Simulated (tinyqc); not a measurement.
Worked calculation: geometry optimisation on the UHF/6-31g surface (energies and gradients from PySCF), for H2, spin multiplicity 3. The optimisation ends on separated fragments, where the gradient is small because the surface is flat. One step of it, computed by the program tinyqc.

Task: Step 3: move. Quasi-Newton step p = -H^(-1) g (the inverse Hessian comes from BFGS updates; coordinates in the order x, y, z of each atom); steps longer than 0.5 bohr are cut back.

positions after step 2 (bohr):
```
           x         y          z
1H  0.000000  0.000000  -0.559746
2H  0.000000  0.000000   1.782398
```

gradient (hartree/bohr):
```
             x           y            z
1H  0.00000000  0.00000000   0.09465805
2H  0.00000000  0.00000000  -0.09465805
```

inverse Hessian in use (bohr^2/hartree):
```
          1         2          3         4         5          6
1  3.333333  0.000000   0.000000  0.000000  0.000000   0.000000
2  0.000000  3.333333   0.000000  0.000000  0.000000   0.000000
3  0.000000  0.000000   3.397859  0.000000  0.000000  -0.064525
4  0.000000  0.000000   0.000000  3.333333  0.000000   0.000000
5  0.000000  0.000000   0.000000  0.000000  3.333333   0.000000
6  0.000000  0.000000  -0.064525  0.000000  0.000000   3.397859
```

Give: positions after step 3.

Result:

positions after step 3 (bohr):
```
         x       y        z
1H  0.0000  0.0000  -0.8875
2H  0.0000  0.0000   2.1101
```
